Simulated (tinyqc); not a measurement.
# Self-heating of a transistor with one or more fingers, with temperature-dependent conductivity, step by step

A worked calculation. Computed by tinyqc, a small Python program that keeps every step. Command: `OMP_NUM_THREADS=1 python tinyqc.py 3003061 3003062 out.jsonl selfheat walk`. One thread of a shared host (Intel(R) Xeon(R) Processor @ 2.30GHz), about 0.05 s of CPU time with the checks. Intermediate numbers are printed to about 7 digits and carried at full precision; extremes and crossings named in words are read from the listed rows.

N long parallel fingers lie on the top face of a slab whose bottom is held at T_0; the top is otherwise insulated, and heat flows in two dimensions. P in W/mm is 1000 P in W/m.

Inputs (values chosen for the exercise, modelled on gallium nitride):
```
quantity                                      value           unit
conductivity at the base temperature kappa_0    184        W/(m K)
exponent m in kappa ~ T^-m                     1.43              -
base temperature T_0                            298              K
power per gate width P                          5.7           W/mm
fingers N                                         6              -
finger pitch s                                   56     micrometre
width of the heat source w                     0.51     micrometre
substrate thickness t                            49     micrometre
phonon free path Lambda                         140             nm
heat capacity C                                3.12  1e6 J/(m^3 K)
pulse length                                  0.079    microsecond
```

Power: fixed power.

## Geometry factors

A line source of power P on the top face raises the top at distance x by (P/(pi kappa_0)) g(x), g(x) = -ln tanh(pi x/(4 t)) (the image sum for the slab). On a strip of width w the centre sees the mean of g over the strip, g_0 = 1 + ln(8 t/(pi w)) for w much below t.

own factor g_0 = 6.499877

g(j s), j = 1..7: 3.352962e-01  5.518905e-02  9.164360e-03  1.522143e-03  2.528202e-04  4.199216e-05  6.974685e-06

## Linear temperature rise of each finger

theta_i = (P/(pi kappa_0)) [g_0 + sum over j != i of g(|i - j| s)], with equal powers and constant conductivity; thermal resistance = largest theta/P.

theta of each finger (K): 68.05157  71.35533  71.88452  71.88452  71.35533  68.05157

largest theta = 71.88452 K

thermal resistance = 12.61132 K mm/W

The neighbours supply 11 % of the rise of the hottest finger, which runs 3.8 K above the outer ones.

## Correction for the falling conductivity

Kirchhoff transformation for kappa = kappa_0 (T/T_0)^-m: T = T_0 [1 - (m - 1) theta/T_0]^(-1/(m - 1)), where theta is the linear rise. The bracket vanishes at the power P T_0/((m - 1) theta).

peak temperature = 384.4316 K

true rise = 86.43156 K

true rise / linear rise = 1.202367

power at which the formula diverges = 54.95248 W/mm

The falling conductivity adds 20.2 % to the rise.

## Extra rise from ballistic phonons

Near a source smaller than the free path, Fourier's law overstates the flow. Rough estimate: a strip that emits phonons into a half space adds a resistance times area of 4 Lambda/(3 kappa_0), from the ballistic flux C v Delta T/4 with kappa_0 = C v Lambda/3, so Delta T_b = 4 Lambda P/(3 kappa_0 w); Knudsen number Lambda/w.

Knudsen number = 0.2745098

ballistic rise Delta T_b = 11.33845 K

Delta T_b / largest theta = 0.1577314

By this estimate the ballistic term is at most a fifth of the Fourier rise.

## Rise at the end of a pulse

After switching on, theta(tau) = (P D/kappa_0) int_0^tau X(u) Z(u) du at the hottest finger, D = kappa_0/C; X = sum over fingers at distance x of [erf((x + w/2)/r) - erf((x - w/2)/r)]/(2 w), Z = sum_(j=-200..200) (-1)^j exp(-(2 j t/r)^2)/sqrt(pi D u), r = 2 sqrt(D u); trapezoid rule on 300 points evenly spaced in ln u from u_0 = 1e-3 min(tau, w^2/D) to tau, plus the exact piece 2 sqrt(u_0/(pi D))/w below u_0. Conductivity and power are held at their base values here, and Fourier's law is used even where the diffusion length is near a phonon free path.

diffusivity D = 58.97436 micrometre^2/microsecond

diffusion length sqrt(D tau) = 2.158466 micrometre

linear rise after the pulse = 34.917 K

share of the steady rise = 0.4857

## Rise against time

The formulas are those given above.

Heating curve:
```
time (microsecond)  sqrt(D time) (micrometre)  rise (K)  share of the steady rise
4.10e-05                           0.04917264    3.3703                   0.04688
4.10e-04                            0.1554975    9.9766                    0.1388
0.0041                              0.4917264    20.434                    0.2843
0.041                                1.554975    31.688                    0.4408
0.41                                 4.917264    43.031                    0.5986
2                                    10.86042    50.845                    0.7073
8.1                                  21.85617    58.529                    0.8142
24                                   37.62160    66.875                    0.9303
61                                   59.97863    71.386                    0.9931
```

Half the steady rise is reached between 0.041 and 0.41 microseconds, and the last row holds 99.3 % of it; the slowest time constant is 4 t^2/(pi^2 D) = 16.5 microseconds. While the diffusion length lies between w and the pitch or thickness, the rise grows as the logarithm of time; once it nears the pitch of 56 micrometre the neighbours add their heat.

Checks made by the program: g(s) against the alternating image sum (relative difference 4e-06); Kirchhoff integral of kappa/kappa_0 from T_0 to T (relative difference below 1e-10); long-time limit against the steady rise (relative difference 4e-05).
